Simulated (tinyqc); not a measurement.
# Worked calculation: current crowding under a contact, resistor ladder against the transmission-line model

Program tinyqc, `OMP_NUM_THREADS=1 python tinyqc.py 2760044 2760045 out.jsonl`; Intel Xeon 2.30GHz, shared host, one thread, about 0.01 s. Printed values are rounded.

A metal contact of length d and width W on a thin layer of the same width. The metal has no resistance, the sheet resistance under it equals Rsh, and current enters the layer at the front edge x = 0.

Inputs (values chosen for the exercise):
```
symbol,value,unit,meaning
Rsh,3400,ohm/sq,sheet resistance of the semiconductor layer
rc,1.6e-6,ohm cm^2,specific contact resistivity
d,0.35,um,contact length
W,35,um,contact width
n,5,,cells
I,0.1,mA,current
```

## Conductances of the ladder

Cut the contact into n cells of length hc = d/n. Neighbouring cell centres are joined by a = W/(Rsh hc), each centre joins the metal (0 V) by g = W hc/rc, and I enters cell 1 through half a cell: -a v_(i-1) + b_i v_i - a v_(i+1) = I for i = 1 and 0 otherwise, b_i = g + 2 a (g + a at both ends). Rc = v_1/I + 1/(2 a).

a = 0.147059 S
g = 0.0153125 S
b_i, cell 1 to 5 (S): [0.162371, 0.309430, 0.309430, 0.309430, 0.162371]

## Voltages and the share of the current

Cut the contact into n cells of length hc = d/n. Neighbouring cell centres are joined by a = W/(Rsh hc), each centre joins the metal (0 V) by g = W hc/rc, and I enters cell 1 through half a cell: -a v_(i-1) + b_i v_i - a v_(i+1) = I for i = 1 and 0 otherwise, b_i = g + 2 a (g + a at both ends). Rc = v_1/I + 1/(2 a). Cell i passes g v_i to the metal.

| cell | v_i (mV) | share of the current (%) |
|---|---|---|
| 1 | 1.97355 | 30.2200 |
| 2 | 1.49905 | 22.9541 |
| 3 | 1.18063 | 18.0784 |
| 4 | 0.98515 | 15.0851 |
| 5 | 0.89224 | 13.6625 |

Rc of the ladder = 23.1355 ohm

The first cell passes 30.2 % of the current and the last 13.7 %; an even spread would give 20.0 % each.

## The transmission-line result

Transfer length Lt = sqrt(rc/Rsh); front resistance Rc = (Rsh Lt/W) coth(d/Lt); end resistance Re = (Rsh Lt/W)/sinh(d/Lt). v(x) = I (Rsh Lt/W) cosh((d - x)/Lt)/sinh(d/Lt) at the cell centres x = (i - 1/2) d/n.

Lt = 0.216930 um
Rc = 22.8148 ohm
Re = 8.74273 ohm
v(x), cell 1 to 5 (mV): [1.96977, 1.49370, 1.17452, 0.97870, 0.88568]

The ladder's Rc is 1.4 % above this value, with cells 0.32 Lt long.
